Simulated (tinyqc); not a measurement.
# Reduced doping and fringe capacitance from two biases

Inverse problem. C = eps0 eps_r hr/W + Cf with W = sqrt(2 eps0 eps_r (Vb + V)/(q Nr)), 1/Nr = 1/Na + 1/Nd. Find Cf, W at zero bias and Nr.

Parameters, values chosen for the exercise; values close to those of silicon near 1550 nm:
```
symbol  value  unit                                     meaning
eps_r    11.7        relative permittivity of the semiconductor
Vb       0.97     V                            built-in voltage
hr        310    nm                                  rib height
```

Constants: q = 1.602176634e-19 C, eps0 = 8.8541878128e-14 F/cm where lengths are in cm. Results are converted to the units shown.

C at V = 0 and 3 V (pF/m): 771.66184  411.77445

Answer. C is linear in (Vb + V)^(-1/2); the intercept is Cf.

Cf = 60.0 pF/m
W(0) = 45.1 nm
Nr = 6.16e17 cm^-3

Program tinyqc, `OMP_NUM_THREADS=1 python tinyqc.py 2650109 2650110 out.jsonl`; Intel Xeon 2.30GHz, shared host, one thread, about 0.01 s.
